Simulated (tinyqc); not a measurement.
UHF in the sto-3g basis, for Be+, spin multiplicity 2, step by step (part 1 of 2). Computed by tinyqc, a small Python program that keeps every step (integrals from PySCF). Settings: charge = 1, multiplicity = 2, basis = sto-3g, energy threshold = 1e-08, iteration cap = 90, orthogonalisation = canonical, start = random, DIIS depth = 4, method = UHF. Command: `OMP_NUM_THREADS=1 python tinyqc.py 29896 29897 out.jsonl` (the two numbers bound the seeds that draw the settings). One thread of a shared host (Intel(R) Xeon(R) Processor @ 2.60GHz), about 0.06 s of CPU time with the checks. Later iterations appear only in the table of the cycle.

## One-electron integrals

Geometry (angstrom):

| atom | x | y | z |
|---|---|---|---|
| Be | 0.00000 | 0.00000 | 0.00000 |

Basis sto-3g: exponents (1/bohr^2) and contraction coefficients of normalised primitives:

| element | l (shell) | exponent | coefficient |
|---|---|---|---|
| Be | s (1) | 30.16787 | 0.15433 |
| Be | s (1) | 5.49512 | 0.53533 |
| Be | s (1) | 1.48719 | 0.44463 |
| Be | s (2) | 1.31483 | -0.09997 |
| Be | s (2) | 0.30554 | 0.39951 |
| Be | s (2) | 0.09937 | 0.70012 |
| Be | p (3) | 1.31483 | 0.15592 |
| Be | p (3) | 0.30554 | 0.60768 |
| Be | p (3) | 0.09937 | 0.39196 |

Overlap, kinetic and nuclear-attraction integrals over the contracted functions; the nuclear repulsion is the sum of Za Zb / Rab.

nuclear repulsion = 0 hartree

overlap S:
```
          1Be 1s   1Be 2s  1Be 2px  1Be 2py  1Be 2pz
1Be 1s   1.00000  0.25952  0.00000  0.00000  0.00000
1Be 2s   0.25952  1.00000  0.00000  0.00000  0.00000
1Be 2px  0.00000  0.00000  1.00000  0.00000  0.00000
1Be 2py  0.00000  0.00000  0.00000  1.00000  0.00000
1Be 2pz  0.00000  0.00000  0.00000  0.00000  1.00000
```

kinetic energy T (hartree):
```
           1Be 1s    1Be 2s  1Be 2px  1Be 2py  1Be 2pz
1Be 1s    6.69397  -0.03301  0.00000  0.00000  0.00000
1Be 2s   -0.03301   0.21111  0.00000  0.00000  0.00000
1Be 2px   0.00000   0.00000  0.66059  0.00000  0.00000
1Be 2py   0.00000   0.00000  0.00000  0.66059  0.00000
1Be 2pz   0.00000   0.00000  0.00000  0.00000  0.66059
```

nuclear attraction V (hartree):
```
            1Be 1s    1Be 2s   1Be 2px   1Be 2py   1Be 2pz
1Be 1s   -14.56109  -1.89925   0.00000   0.00000   0.00000
1Be 2s    -1.89925  -2.31327   0.00000   0.00000   0.00000
1Be 2px    0.00000   0.00000  -2.29475   0.00000   0.00000
1Be 2py    0.00000   0.00000   0.00000  -2.29475   0.00000
1Be 2pz    0.00000   0.00000   0.00000   0.00000  -2.29475
```

core Hamiltonian H = T + V (hartree):
```
           1Be 1s    1Be 2s   1Be 2px   1Be 2py   1Be 2pz
1Be 1s   -7.86712  -1.93226   0.00000   0.00000   0.00000
1Be 2s   -1.93226  -2.10216   0.00000   0.00000   0.00000
1Be 2px   0.00000   0.00000  -1.63416   0.00000   0.00000
1Be 2py   0.00000   0.00000   0.00000  -1.63416   0.00000
1Be 2pz   0.00000   0.00000   0.00000   0.00000  -1.63416
```

## Two-electron integrals

Functions are numbered as in S; the eight-fold symmetry (ij|kl) = (ji|kl) = (kl|ij) leaves the list below.

Two-electron integrals (ij|kl) in chemists' order, unique and non-zero (hartree):
```
(11|11) 2.29883   (21|11) 0.39204   (21|21) 0.07954   (22|11) 0.57099
(22|21) 0.14304   (22|22) 0.41768   (31|31) 0.01461   (32|31) 0.02189
(32|32) 0.09226   (33|11) 0.56958   (33|21) 0.14308   (33|22) 0.41759
(33|33) 0.44986   (41|41) 0.01461   (42|41) 0.02189   (42|42) 0.09226
(43|43) 0.02425   (44|11) 0.56958   (44|21) 0.14308   (44|22) 0.41759
(44|33) 0.40136   (44|44) 0.44986   (51|51) 0.01461   (52|51) 0.02189
(52|52) 0.09226   (53|53) 0.02425   (54|54) 0.02425   (55|11) 0.56958
(55|21) 0.14308   (55|22) 0.41759   (55|33) 0.40136   (55|44) 0.40136
(55|55) 0.44986
```

## Orthogonalisation

S = U s U^T; canonical form X = U s^(-1/2), so that X^T S X = 1. Each column of U has its largest component positive (the first on a tie).

eigenvalues of S: 0.74048  1.00000  1.00000  1.00000  1.25952

X:
```
                1        2        3        4        5
1Be 1s    0.82173  0.00000  0.00000  0.00000  0.63006
1Be 2s   -0.82173  0.00000  0.00000  0.00000  0.63006
1Be 2px   0.00000  1.00000  0.00000  0.00000  0.00000
1Be 2py   0.00000  0.00000  1.00000  0.00000  0.00000
1Be 2pz   0.00000  0.00000  0.00000  1.00000  0.00000
```

Within a degenerate level the vectors are fixed only up to a rotation; this is one choice.

## Starting guess

The start is random orthonormal orbitals; D(s) = C_occ C_occ^T for each spin.

D(alpha) at the start:
```
           1Be 1s    1Be 2s   1Be 2px   1Be 2py   1Be 2pz
1Be 1s    0.07684  -0.25866  -0.03357  -0.10697   0.04215
1Be 2s   -0.25866   0.88179   0.12298   0.29900  -0.22625
1Be 2px  -0.03357   0.12298   0.02365  -0.00827  -0.09439
1Be 2py  -0.10697   0.29900  -0.00827   0.48589   0.40681
1Be 2pz   0.04215  -0.22625  -0.09439   0.40681   0.66608
```

D(beta) at the start:
```
           1Be 1s    1Be 2s   1Be 2px   1Be 2py   1Be 2pz
1Be 1s    0.07600  -0.25282  -0.03048  -0.12249   0.01864
1Be 2s   -0.25282   0.84102   0.10140   0.40746  -0.06201
1Be 2px  -0.03048   0.10140   0.01223   0.04913  -0.00748
1Be 2py  -0.12249   0.40746   0.04913   0.19741  -0.03004
1Be 2pz   0.01864  -0.06201  -0.00748  -0.03004   0.00457
```

## Iteration 1: building the Fock matrix

J_ij = sum D_kl (ij|kl) with D = D(alpha) + D(beta), K_ij = sum D_kl (ik|jl) for each spin; F = H + J - K(s); E = tr D H + tr D J / 2 - 0.5 sum_s tr D(s) K(s) + E_nn.

Coulomb J (hartree):
```
           1Be 1s    1Be 2s   1Be 2px  1Be 2py   1Be 2pz
1Be 1s    1.72564   0.42385   0.00795  0.02422  -0.01084
1Be 2s    0.42385   1.24091   0.03860  0.12032  -0.05053
1Be 2px   0.00795   0.03860   1.21967  0.00198  -0.00494
1Be 2py   0.02422   0.12032   0.00198  1.25107   0.01827
1Be 2pz  -0.01084  -0.05053  -0.00494  0.01827   1.25046
```

exchange K(alpha) (hartree):
```
           1Be 1s    1Be 2s   1Be 2px   1Be 2py   1Be 2pz
1Be 1s    0.06114   0.01372   0.00068  -0.01316  -0.01270
1Be 2s    0.01372   0.40889   0.05716   0.13480  -0.10840
1Be 2px   0.00068   0.05716   0.10973  -0.00352  -0.04017
1Be 2py  -0.01316   0.13480  -0.00352   0.30647   0.17314
1Be 2pz  -0.01270  -0.10840  -0.04017   0.17314   0.38316
```

exchange K(beta) (hartree):
```
           1Be 1s    1Be 2s   1Be 2px   1Be 2py   1Be 2pz
1Be 1s    0.04651  -0.00968  -0.00108  -0.00434   0.00066
1Be 2s   -0.00968   0.30476   0.04667   0.18754  -0.02854
1Be 2px  -0.00108   0.04667   0.07804   0.02091  -0.00318
1Be 2py  -0.00434   0.18754   0.02091   0.15685  -0.01279
1Be 2pz   0.00066  -0.02854  -0.00318  -0.01279   0.07478
```

F(alpha) (hartree):
```
           1Be 1s    1Be 2s   1Be 2px   1Be 2py   1Be 2pz
1Be 1s   -6.20262  -1.52213   0.00728   0.03738   0.00186
1Be 2s   -1.52213  -1.27014  -0.01856  -0.01448   0.05787
1Be 2px   0.00728  -0.01856  -0.52421   0.00550   0.03523
1Be 2py   0.03738  -0.01448   0.00550  -0.68955  -0.15487
1Be 2pz   0.00186   0.05787   0.03523  -0.15487  -0.76685
```

F(beta) (hartree):
```
           1Be 1s    1Be 2s   1Be 2px   1Be 2py   1Be 2pz
1Be 1s   -6.18799  -1.49873   0.00903   0.02856  -0.01150
1Be 2s   -1.49873  -1.16601  -0.00807  -0.06722  -0.02199
1Be 2px   0.00903  -0.00807  -0.49252  -0.01893  -0.00176
1Be 2py   0.02856  -0.06722  -0.01893  -0.53994   0.03106
1Be 2pz  -0.01150  -0.02199  -0.00176   0.03106  -0.45848
```

total energy of this density = -3.9198326 hartree

## Iteration 1: diagonalisation and new density

Diagonalise F' = X^T F X, C = X C', fill 2 alpha and 1 beta electrons from the bottom; D(s) = C_occ C_occ^T. Each column has its largest component positive (the first on a tie).

F' = X^T F X (alpha) (hartree):
```
          1         2         3         4         5
1  -2.99027   0.02123   0.04262  -0.04602  -2.55374
2   0.02123  -0.52421   0.00550   0.03523  -0.00711
3   0.04262   0.00550  -0.68955  -0.15487   0.01443
4  -0.04602   0.03523  -0.15487  -0.76685   0.03763
5  -2.55374  -0.00711   0.01443   0.03763  -4.17502
```

orbital energies (alpha) (hartree): MO1 -6.20446, MO2 -0.98198, MO3 -0.87825, MO4 -0.56534, MO5 -0.51589

coefficients C (alpha):
```
              MO1       MO2       MO3       MO4       MO5
1Be 1s    1.00448  -0.23447  -0.08028   0.04251   0.00000
1Be 2s   -0.01794   0.96267   0.34893  -0.15296   0.00000
1Be 2px  -0.00134   0.07061  -0.05978   0.30814   0.94683
1Be 2py  -0.00686  -0.10646   0.62221   0.75013  -0.19691
1Be 2pz  -0.00034  -0.34514   0.70400  -0.56614   0.25444
```

F' = X^T F X (beta) (hartree):
```
          1         2         3         4         5
1  -2.94169   0.01405   0.07870   0.00862  -2.60007
2   0.01405  -0.49252  -0.01893  -0.00176   0.00061
3   0.07870  -0.01893  -0.53994   0.03106  -0.02436
4   0.00862  -0.00176   0.03106  -0.45848  -0.02110
5  -2.60007   0.00061  -0.02436  -0.02110  -4.10929
```

orbital energies (beta) (hartree): MO1 -6.19050, MO2 -0.87898, MO3 -0.54161, MO4 -0.48906, MO5 -0.44177

coefficients C (beta):
```
              MO1       MO2       MO3       MO4       MO5
1Be 1s    1.00538  -0.24024   0.05414   0.00000   0.02788
1Be 2s   -0.02164   1.00873  -0.20189   0.00000  -0.11596
1Be 2px  -0.00164   0.03757   0.27818   0.94683  -0.15721
1Be 2py  -0.00536   0.21957   0.86723  -0.19691   0.40113
1Be 2pz   0.00196   0.03012  -0.36402   0.25444   0.89545
```

D(alpha) after iteration 1:
```
           1Be 1s    1Be 2s   1Be 2px   1Be 2py   1Be 2pz
1Be 1s    1.06396  -0.24374  -0.01790   0.01807   0.08058
1Be 2s   -0.24374   0.92706   0.06800  -0.10237  -0.33225
1Be 2px  -0.01790   0.06800   0.00499  -0.00751  -0.02437
1Be 2py   0.01807  -0.10237  -0.00751   0.01138   0.03675
1Be 2pz   0.08058  -0.33225  -0.02437   0.03675   0.11912
```

D(beta) after iteration 1:
```
           1Be 1s    1Be 2s   1Be 2px   1Be 2py   1Be 2pz
1Be 1s    1.01079  -0.02176  -0.00165  -0.00538   0.00197
1Be 2s   -0.02176   0.00047   0.00004   0.00012  -0.00004
1Be 2px  -0.00165   0.00004   0.00000   0.00001   0.00000
1Be 2py  -0.00538   0.00012   0.00001   0.00003  -0.00001
1Be 2pz   0.00197  -0.00004   0.00000  -0.00001   0.00000
```

## Iteration 2: building the Fock matrix

As before.

Coulomb J (hartree):
```
           1Be 1s    1Be 2s   1Be 2px   1Be 2py   1Be 2pz
1Be 1s    5.16813   0.92321   0.00241  -0.00411  -0.01213
1Be 2s    0.92321   1.55271   0.01170  -0.01831  -0.05770
1Be 2px   0.00241   0.01170   1.54772  -0.00036  -0.00118
1Be 2py  -0.00411  -0.01831  -0.00036   1.54803   0.00178
1Be 2pz  -0.01213  -0.05770  -0.00118   0.00178   1.55325
```

exchange K(alpha) (hartree):
```
           1Be 1s    1Be 2s   1Be 2px   1Be 2py   1Be 2pz
1Be 1s    2.33047   0.39412   0.00076  -0.00633  -0.00774
1Be 2s    0.39412   0.41461   0.03172  -0.04921  -0.15611
1Be 2px   0.00076   0.03172   0.09581  -0.00320  -0.01037
1Be 2py  -0.00633  -0.04921  -0.00320   0.09854   0.01564
1Be 2pz  -0.00774  -0.15611  -0.01037   0.01564   0.14439
```

exchange K(beta) (hartree):
```
           1Be 1s    1Be 2s   1Be 2px   1Be 2py  1Be 2pz
1Be 1s    2.30661   0.38218  -0.00096  -0.00313  0.00115
1Be 2s    0.38218   0.07437  -0.00025  -0.00083  0.00030
1Be 2px  -0.00096  -0.00025   0.01386   0.00000  0.00000
1Be 2py  -0.00313  -0.00083   0.00000   0.01387  0.00000
1Be 2pz   0.00115   0.00030   0.00000   0.00000  0.01386
```

F(alpha) (hartree):
```
           1Be 1s    1Be 2s   1Be 2px   1Be 2py   1Be 2pz
1Be 1s   -5.02946  -1.40317   0.00165   0.00223  -0.00440
1Be 2s   -1.40317  -0.96406  -0.02002   0.03090   0.09840
1Be 2px   0.00165  -0.02002  -0.18225   0.00283   0.00919
1Be 2py   0.00223   0.03090   0.00283  -0.18466  -0.01386
1Be 2pz  -0.00440   0.09840   0.00919  -0.01386  -0.22530
```

F(beta) (hartree):
```
           1Be 1s    1Be 2s   1Be 2px   1Be 2py   1Be 2pz
1Be 1s   -5.00560  -1.39123   0.00337  -0.00098  -0.01328
1Be 2s   -1.39123  -0.62382   0.01195  -0.01748  -0.05801
1Be 2px   0.00337   0.01195  -0.10030  -0.00037  -0.00118
1Be 2py  -0.00098  -0.01748  -0.00037  -0.10000   0.00179
1Be 2pz  -0.01328  -0.05801  -0.00118   0.00179  -0.09476
```

total energy of this density = -14.0671564 hartree

## Iteration 2: DIIS over 2 matrices

error matrix X^T (FDS - SDF) X (alpha):
```
          1         2         3        4         5
1   0.00000   0.00351   0.01699  0.00009   0.02930
2  -0.00351   0.00000   0.00002  0.00001   0.01148
3  -0.01699  -0.00002   0.00000  0.00007  -0.04852
4  -0.00009  -0.00001  -0.00007  0.00000  -0.08027
5  -0.02930  -0.01148   0.04852  0.08027   0.00000
```

B (overlaps of the stored error matrices):
```
               1              2
1  4.4593171e-01  1.6366725e-01
2  1.6366725e-01  9.7449863e-02
```

Minimise |sum c_i e_i|^2 with sum c_i = 1: solve [B -1; -1 0][c; lambda] = [0; -1] with B_ij = tr e_i^T e_j summed over both spins, and take F = sum c_i F_i.

DIIS coefficients: -0.30650  1.30650

extrapolated F(alpha) (hartree):
```
           1Be 1s    1Be 2s   1Be 2px   1Be 2py   1Be 2pz
1Be 1s   -4.66989  -1.36671  -0.00008  -0.00855  -0.00632
1Be 2s   -1.36671  -0.87025  -0.02046   0.04481   0.11082
1Be 2px  -0.00008  -0.02046  -0.07744   0.00201   0.00121
1Be 2py  -0.00855   0.04481   0.00201  -0.02992   0.02936
1Be 2pz  -0.00632   0.11082   0.00121   0.02936  -0.05931
```

extrapolated F(beta) (hartree):
```
           1Be 1s    1Be 2s   1Be 2px   1Be 2py   1Be 2pz
1Be 1s   -4.64321  -1.35828   0.00163  -0.01003  -0.01383
1Be 2s   -1.35828  -0.45764   0.01809  -0.00224  -0.06905
1Be 2px   0.00163   0.01809   0.01992   0.00532  -0.00100
1Be 2py  -0.01003  -0.00224   0.00532   0.03484  -0.00719
1Be 2pz  -0.01383  -0.06905  -0.00100  -0.00719   0.01672
```

## Iteration 2: diagonalisation and new density

As before.

F' = X^T F X (alpha) (hartree):
```
          1         2         3         4         5
1  -1.89519   0.01675  -0.04384  -0.09626  -1.96722
2   0.01675  -0.07744   0.00201   0.00121  -0.01294
3  -0.04384   0.00201  -0.02992   0.02936   0.02285
4  -0.09626   0.00121   0.02936  -0.05931   0.06585
5  -1.96722  -0.01294   0.02285   0.06585  -3.28442
```

orbital energies (alpha) (hartree): MO1 -4.67607, MO2 -0.53653, MO3 -0.07754, MO4 -0.06777, MO5 0.01162

coefficients C (alpha):
```
             MO1       MO2       MO3       MO4       MO5
1Be 1s   0.98894  -0.29704   0.00000  -0.03632  -0.06830
1Be 2s   0.03978   1.00199   0.00000   0.12494   0.22592
1Be 2px  0.00019   0.04557   0.94683  -0.31738  -0.02663
1Be 2py  0.00143  -0.08038  -0.19691  -0.65950   0.72099
1Be 2pz  0.00039  -0.23179   0.25444   0.67064   0.65710
```

F' = X^T F X (beta) (hartree):
```
          1         2         3         4         5
1  -1.60995  -0.01353  -0.00640   0.04538  -2.16703
2  -0.01353   0.01992   0.00532  -0.00100   0.01242
3  -0.00640   0.00532   0.03484  -0.00719  -0.00773
4   0.04538  -0.00100  -0.00719   0.01672  -0.05221
5  -2.16703   0.01242  -0.00773  -0.05221  -3.10334
```

orbital energies (beta) (hartree): MO1 -4.64879, MO2 -0.10450, MO3 0.01854, MO4 0.03316, MO5 0.05978

coefficients C (beta):
```
              MO1       MO2       MO3       MO4       MO5
1Be 1s    0.99006  -0.26478   0.00000   0.04924   0.13947
1Be 2s    0.03593   0.89744   0.00000  -0.17813  -0.48352
1Be 2px  -0.00049  -0.12419   0.94683   0.11589  -0.27324
1Be 2py   0.00214   0.02493  -0.19691   0.93383  -0.29760
1Be 2pz   0.00347   0.48144   0.25444   0.29143   0.78647
```

D(alpha) after iteration 2:
```
           1Be 1s    1Be 2s   1Be 2px   1Be 2py   1Be 2pz
1Be 1s    1.06623  -0.25829  -0.01335   0.02529   0.06924
1Be 2s   -0.25829   1.00556   0.04567  -0.08048  -0.23224
1Be 2px  -0.01335   0.04567   0.00208  -0.00366  -0.01056
1Be 2py   0.02529  -0.08048  -0.00366   0.00646   0.01863
1Be 2pz   0.06924  -0.23224  -0.01056   0.01863   0.05373
```

D(beta) after iteration 2:
```
           1Be 1s    1Be 2s   1Be 2px  1Be 2py  1Be 2pz
1Be 1s    0.98023   0.03557  -0.00048  0.00212  0.00343
1Be 2s    0.03557   0.00129  -0.00002  0.00008  0.00012
1Be 2px  -0.00048  -0.00002   0.00000  0.00000  0.00000
1Be 2py   0.00212   0.00008   0.00000  0.00000  0.00001
1Be 2pz   0.00343   0.00012   0.00000  0.00001  0.00001
```

## Iteration 3: building the Fock matrix

As before.

Coulomb J (hartree):
```
           1Be 1s    1Be 2s   1Be 2px   1Be 2py   1Be 2pz
1Be 1s    5.14021   0.91979   0.00159  -0.00272  -0.00804
1Be 2s    0.91979   1.55134   0.00782  -0.01364  -0.03965
1Be 2px   0.00159   0.00782   1.54744  -0.00018  -0.00051
1Be 2py  -0.00272  -0.01364  -0.00018   1.54765   0.00090
1Be 2pz  -0.00804  -0.03965  -0.00051   0.00090   1.54994
```

exchange K(alpha) (hartree):
```
           1Be 1s    1Be 2s   1Be 2px   1Be 2py   1Be 2pz
1Be 1s    2.32945   0.39518  -0.00026   0.00150   0.00213
1Be 2s    0.39518   0.43667   0.02108  -0.03686  -0.10699
1Be 2px  -0.00026   0.02108   0.09944  -0.00156  -0.00450
1Be 2py   0.00150  -0.03686  -0.00156   0.10131   0.00793
1Be 2pz   0.00213  -0.10699  -0.00450   0.00793   0.12142
```

exchange K(beta) (hartree):
```
           1Be 1s    1Be 2s   1Be 2px  1Be 2py  1Be 2pz
1Be 1s    2.28137   0.40761  -0.00028  0.00125  0.00203
1Be 2s    0.40761   0.08868  -0.00009  0.00039  0.00063
1Be 2px  -0.00028  -0.00009   0.01599  0.00000  0.00000
1Be 2py   0.00125   0.00039   0.00000  0.01600  0.00000
1Be 2pz   0.00203   0.00063   0.00000  0.00000  0.01600
```

F(alpha) (hartree):
```
           1Be 1s    1Be 2s   1Be 2px   1Be 2py   1Be 2pz
1Be 1s   -5.05636  -1.40764   0.00186  -0.00422  -0.01017
1Be 2s   -1.40764  -0.98748  -0.01326   0.02322   0.06734
1Be 2px   0.00186  -0.01326  -0.18616   0.00138   0.00398
1Be 2py  -0.00422   0.02322   0.00138  -0.18782  -0.00703
1Be 2pz  -0.01017   0.06734   0.00398  -0.00703  -0.20564
```

F(beta) (hartree):
```
           1Be 1s    1Be 2s   1Be 2px   1Be 2py   1Be 2pz
1Be 1s   -5.00828  -1.42008   0.00188  -0.00397  -0.01007
1Be 2s   -1.42008  -0.63950   0.00791  -0.01403  -0.04028
1Be 2px   0.00188   0.00791  -0.10272  -0.00018  -0.00051
1Be 2py  -0.00397  -0.01403  -0.00018  -0.10251   0.00090
1Be 2pz  -0.01007  -0.04028  -0.00051   0.00090  -0.10022
```

total energy of this density = -14.0882740 hartree

## Iteration 3: DIIS over 3 matrices

error matrix X^T (FDS - SDF) X (alpha):
```
          1         2         3         4         5
1   0.00000   0.00582  -0.01474  -0.03308  -0.00335
2  -0.00582   0.00000   0.00000   0.00000   0.00298
3   0.01474   0.00000   0.00000  -0.00001   0.00102
4   0.03308   0.00000   0.00001   0.00000  -0.01030
5   0.00335  -0.00298  -0.00102   0.01030   0.00000
```

B (overlaps of the stored error matrices):
```
                1               2               3
1   4.4593171e-01   1.6366725e-01  -2.8394621e-02
2   1.6366725e-01   9.7449863e-02  -1.5074140e-02
3  -2.8394621e-02  -1.5074140e-02   6.3289337e-03
```

As before.

DIIS coefficients: 0.00361  0.15406  0.84233

extrapolated F(alpha) (hartree):
```
           1Be 1s    1Be 2s   1Be 2px   1Be 2py   1Be 2pz
1Be 1s   -5.05635  -1.40737   0.00184  -0.00307  -0.00924
1Be 2s   -1.40737  -0.98489  -0.01432   0.02427   0.07209
1Be 2px   0.00184  -0.01432  -0.18678   0.00162   0.00490
1Be 2py  -0.00307   0.02427   0.00162  -0.18914  -0.00861
1Be 2pz  -0.00924   0.07209   0.00490  -0.00861  -0.21069
```

extrapolated F(beta) (hartree):
```
           1Be 1s    1Be 2s   1Be 2px   1Be 2py   1Be 2pz
1Be 1s   -5.01213  -1.41592   0.00213  -0.00339  -0.01057
1Be 2s   -1.41592  -0.63898   0.00847  -0.01475  -0.04295
1Be 2px   0.00213   0.00847  -0.10375  -0.00027  -0.00062
1Be 2py  -0.00339  -0.01475  -0.00027  -0.10370   0.00115
1Be 2pz  -0.01057  -0.04295  -0.00062   0.00115  -0.10067
```
